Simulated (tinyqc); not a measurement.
# On-chip interconnect, size-dependent resistivity and RC delay: two studies

A rectangular line between two neighbours and two ground planes. Surface and grain-boundary scattering are added to the bulk resistivity as corrections; capacitances are parallel-plate values without fringing; inductance is ignored.

Inputs (values chosen for the exercise); metal values close to those of copper: bulk resistivity rho0 = 1.67 uohm cm; bulk mean free path lam = 40.2 nm; specular share of surface scattering ps = 0; reflection coefficient of grain boundaries Rg = 0.34; grain size over the metal width gr = 1; drawn line width wd = 11 nm; aspect ratio, height over width AR = 1.7; liner on both walls and the bottom, not conducting tl = 2.1 nm; space to the neighbouring lines sp = 22 nm; dielectric height to the planes above and below hd = 19 nm; relative permittivity of the dielectric ek = 2.5; Miller factor of the neighbours Mf = 0; line length Lw = 25 um; driver resistance Rd = 380 ohm; load capacitance Cl = 0.13 fF; bulk resistivity of the second metal (close to cobalt) rho2 = 6.14 uohm cm; mean free path of the second metal lam2 = 11.5 nm; liner of the second metal tl2 = 0.4 nm.

Constants: eps0 = 8.8541878128e-12 F/m. Results are converted to the units shown.

Each table varies one quantity; the others keep the values above.

## Delay against the liner thickness

Metal width x = wd - 2 tl, height y = AR wd - tl; grain boundaries (Mayadas-Shatzkes): al = (lam/(gr x)) Rg/(1 - Rg), g = 1/[1 - 3 al/2 + 3 al^2 - 3 al^3 ln(1 + 1/al)] - 1; surfaces (Fuchs-Sondheimer, thick limit): s = (3/8) lam (1 - ps)(1/x + 1/y); rho = rho0 (1 + g + s); r = rho/(x y); c = eps0 ek (2 wd/hd + 2 Mf AR wd/sp). Elmore delay tE = Rd (c Lw + Cl) + r Lw (c Lw/2 + Cl); t50 is the time at which the far end of a ladder of 30 pi sections (half capacitances at both ends, Cl at the far end, a step applied through Rd) reaches half the step; line share r Lw/(Rd + r Lw); estimate 0.69 Rd (c Lw + Cl) + 0.38 r c Lw^2 + 0.69 r Lw Cl.

The same in every row: c (fF/um) = 0.02563.

Result of one run:
```
tl (nm)  rho (uohm cm)  r (ohm/um)  tE (ps)  t50 (ps)  estimate (ps)  line share of the resistance (%)
3.4              20.39        3173    36.02     27.07          26.63                             99.52
```

What becomes of these results when the liner on both walls and the bottom, not conducting tl is changed from 3.4 to 2 nm, all else the same?

Result of the changed run:
```
tl (nm)  rho (uohm cm)  r (ohm/um)  tE (ps)  t50 (ps)  estimate (ps)  line share of the resistance (%)
2                13.46        1151    13.25     9.962          9.790                             98.70
```

The whole series:
```
tl (nm)  rho (uohm cm)  r (ohm/um)  tE (ps)  t50 (ps)  estimate (ps)  line share of the resistance (%)
0                9.584       465.9    5.539     4.164          4.083                             96.84
0.5              10.27       564.4    6.647     4.997          4.903                             97.38
1                11.10       697.1    8.141     6.120          6.008                             97.87
1.5              12.14       882.1    10.22     7.686          7.550                             98.31
2                13.46        1151    13.25     9.962          9.790                             98.70
2.5              15.20        1564    17.90     13.46          13.23                             99.04
2.9              17.07        2078    23.69     17.80          17.51                             99.27
3.4              20.39        3173    36.02     27.07          26.63                             99.52
```

As tl goes from 0 to 3.4, r rises from 466 to 3170 ohm/um, c stays at 0.0256 fF/um and t50 rises from 4.16 to 27.1 ps. t50/tE stays at 0.752, and the estimate is within 1.9 % of t50.

## Two metals against line width

Metal width x = wd - 2 tl, height y = AR wd - tl; grain boundaries (Mayadas-Shatzkes): al = (lam/(gr x)) Rg/(1 - Rg), g = 1/[1 - 3 al/2 + 3 al^2 - 3 al^3 ln(1 + 1/al)] - 1; surfaces (Fuchs-Sondheimer, thick limit): s = (3/8) lam (1 - ps)(1/x + 1/y); rho = rho0 (1 + g + s); r = rho/(x y). The second metal has rho2, lam2 and tl2 in place of rho0, lam and tl; ps, Rg, gr and AR are shared.

Results:
```
wd (nm)  rho, first (uohm cm)  rho, second (uohm cm)  r, first (ohm/um)  r, second (ohm/um)  ratio second/first
6.5                     35.58                  22.06            1.729e4                3633              0.2102
8                       22.72                  18.82               5199                1980              0.3808
10                      15.75                  16.12               1822                1055              0.5792
13                      11.12                  13.71              631.9               517.9              0.8197
22                      6.466                  10.55              102.9               134.4               1.307
30                      5.017                  9.357              39.76               63.33               1.593
45                      3.813                  8.279              12.56               24.61               1.960
70                      3.013                  7.514              3.918               9.156               2.337
120                     2.442                  6.942              1.044               2.860               2.739
```

Estimate the missing row, wd = 17 nm.

Computed row:
```
wd (nm)  rho, first (uohm cm)  rho, second (uohm cm)  r, first (ohm/um)  r, second (ohm/um)  ratio second/first
17                      8.263                  11.88              240.9               257.2               1.068
```

With this row back in the table: The resistivity of the first metal falls from 35.6 to 2.44 uohm cm and that of the second goes from 22.1 to 6.94 uohm cm as the line widens. The products rho0 lam, which set the size effect, are 67.1 and 70.6 uohm cm nm. The two resistances cross at wd = 15.8 nm: below it the second metal gives the lower line resistance. For widths well under the mean free path the thick-limit surface term is only a guide.

Range of the model: The metal width is under the mean free path, where the thick-limit surface term and the simple sum of corrections lose accuracy.

Numbers from tinyqc (`OMP_NUM_THREADS=1 python tinyqc.py 2100095 2100096 out.jsonl`; about 0.01 s on one thread of a shared Intel Xeon 2.30GHz).
